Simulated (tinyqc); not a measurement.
From results to parameters: Hueckel model of a polar double bond. Computed by the program tinyqc.

Problem. A C=X pi bond in Hueckel theory has H_XX = alpha + h beta, H_CC = alpha and H_CX = k beta, with two electrons. Find h, k, the charge on carbon and the bond order.

x values of the two levels (E = alpha + x beta): 2.842283  -0.532283

Solution. The sum of the x values is h and their product is -k^2; the charge on carbon is h/sqrt(h^2 + 4k^2) and the bond order 2k/sqrt(h^2 + 4k^2).

h, k: 2.3100  1.2300
charge on carbon, bond order: 0.6845  0.7290
